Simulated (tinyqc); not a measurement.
# Double-gate transistor below threshold, two-dimensional Poisson equation on a small mesh, step by step

tinyqc, about 0.1 s, one thread, Intel Xeon 2.30GHz (shared host): `OMP_NUM_THREADS=1 python tinyqc.py 2480036 2480037 out.jsonl` Printed values are rounded.

Half of a symmetric double-gate structure: row 0 is the mid-plane of the body, where the normal field vanishes. Mobile charge is neglected (subthreshold), the body is fully depleted, and potentials are counted from the intrinsic level; rows run upward to the gate, columns from source to drain.

Inputs (values chosen for the exercise); semiconductor permittivity close to that of In0.53Ga0.47As: temperature T = 293 K; relative permittivity of the semiconductor eps_r = 13.8; relative permittivity of the insulator eox = 9; half the body thickness tb = 8 nm; insulator thickness tox = 3.7 nm; channel length L = 36 nm; acceptor density of the depleted body Na = 2.2e18 cm^-3; potential of the source Vbi = 0.58 V; gate offset Vfb = 0.14 V; gate voltage Vg = 0.05 V; drain voltage Vd = 0.3 V.

Constants: q = 1.602176634e-19 C, kB = 1.380649e-23 J/K, Vt = kB T/q, eps0 = 8.8541878128e-14 F/cm where lengths are in cm. Results are converted to the units shown.

## Coefficients of the five-point equations

Mesh: rows i = 0..1 in the semiconductor (step hs = tb/1, row 1 on the interface), then 1 step(s) ho = tox/1 up to the gate row 2; columns j = 0..4 (step hy = L/4). Box integration, divided by eps0: up_i = eps hy/h of the interval above row i, dn_i = that of the interval below (0 for row 0), lat_i = (sum of eps h/2 over the intervals above and below)/hy, s_i = -q Na w_i hy/eps0 with w_i the semiconductor height of the box (hs/2 for row 0 and the interface row, hs between, 0 in the insulator). Each free node obeys (up + dn + 2 lat) psi = up psi(above) + dn psi(below) + lat [psi(left) + psi(right)] + s.

| row | up | dn | lat | s (V) |
|---|---|---|---|---|
| 0 | 15.52500 | 0 | 6.133333 | -1.433134 |
| 1 | 21.89189 | 15.52500 | 7.983333 | -1.433134 |

## Iteration 1: over-relaxation sweep (omega = 1.2)

psi at the start (fixed values on the edges, free nodes linear between source and drain columns) (V):

|  | j=0 | j=1 | j=2 | j=3 | j=4 |
|---|---|---|---|---|---|
| row 0 | 0.5800000 | 0.6550000 | 0.7300000 | 0.8050000 | 0.8800000 |
| row 1 | 0.5800000 | 0.6550000 | 0.7300000 | 0.8050000 | 0.8800000 |
| row 2 | -0.0900000 | -0.0900000 | -0.0900000 | -0.0900000 | -0.0900000 |

Free nodes: rows 0..1, columns 1..3, taken row by row from row 0, left to right. t = (up psi(above) + dn psi(below) + lat [psi(left) + psi(right)] + s)/(up + dn + 2 lat), with the newest neighbours; psi(new) = psi + 1.2 (t - psi).

psi after iteration 1 (V):

|  | j=0 | j=1 | j=2 | j=3 | j=4 |
|---|---|---|---|---|---|
| row 0 | 0.5800000 | 0.5931195 | 0.6517319 | 0.7223920 | 0.8800000 |
| row 1 | 0.5800000 | 0.2345720 | 0.1914968 | 0.2068851 | 0.8800000 |
| row 2 | -0.0900000 | -0.0900000 | -0.0900000 | -0.0900000 | -0.0900000 |

## Iteration 2: over-relaxation sweep (omega = 1.2)

As before.

psi after iteration 2 (V):

|  | j=0 | j=1 | j=2 | j=3 | j=4 |
|---|---|---|---|---|---|
| row 0 | 0.5800000 | 0.3029363 | 0.2076773 | 0.2203725 | 0.8800000 |
| row 1 | 0.5800000 | 0.1207507 | 0.0164683 | 0.1199015 | 0.8800000 |
| row 2 | -0.0900000 | -0.0900000 | -0.0900000 | -0.0900000 | -0.0900000 |

## Course of the iteration: over-relaxation sweep (omega = 1.2)

Stop when the largest change of psi is below 1e-7 V, or after 400 iterations. Fixed values: gate row Vg - Vfb; column 0 at Vbi and the last column at Vbi + Vd in the semiconductor, each running linearly to Vg - Vfb across the insulator.

Course of the iteration:

| iteration | psi at row 0, j = 2 (V) | largest \|change\| of one entry (V) |
|---|---|---|
| 1 | 0.6517319 | 0.598 |
| 2 | 0.2076773 | 0.502 |
| 3 | 0.01023046 | 0.197 |
| 4 | -0.009515959 | 0.0627 |
| 5 | -0.006531959 | 7.01e-3 |
| 6 | -0.005387391 | 3.63e-3 |
| 7 | -0.005087643 | 3.00e-4 |
| 8 | -0.005098323 | 1.86e-5 |
| 9 | -0.005104654 | 6.33e-6 |
| 10 | -0.005107311 | 4.43e-6 |
| 11 | -0.005107459 | 8.39e-7 |
| 12 | -0.005107416 | 5.57e-8 |

Converged in 12 iterations. The changes do not fall evenly; from iteration 7 to 12 they shrink by a factor of 5.6 a step on average.

## Barrier, swing and barrier lowering

converged psi (V):

|  | j=0 | j=1 | j=2 | j=3 | j=4 |
|---|---|---|---|---|---|
| row 0 | 0.5800000 | 0.1012631 | -0.0051074 | 0.2102354 | 0.8800000 |
| row 1 | 0.5800000 | 0.0464668 | -0.0398926 | 0.1230221 | 0.8800000 |
| row 2 | -0.0900000 | -0.0900000 | -0.0900000 | -0.0900000 | -0.0900000 |

d psi/dVg on row 0: j=0 0.0000000, j=1 0.5381322, j=2 0.6945448, j=3 0.5381322, j=4 0.0000000
d psi/dVd on row 0: j=0 0.000000, j=1 0.049313, j=2 0.152728, j=3 0.412554, j=4 1.000000

The barrier is read along row 0, the path farthest from the gate. Take the node j of lowest psi: barrier Vbi - psi_j; swing Vt ln 10/(d psi_j/dVg); DIBL = (d psi_j/dVd)/(d psi_j/dVg). The derivatives solve the same equations with s = 0 and a unit change of that voltage.

j = 2
barrier = 0.5851074 V
swing = 83.70588 mV/decade
DIBL = 219.8960 mV/V

A mesh of 12, 8 and 80 steps (semiconductor, insulator, channel) gives a barrier of 0.620 V, a swing of 80.3 mV a decade and a DIBL of 161 mV/V; the small mesh puts the barrier 5.7 % below that.
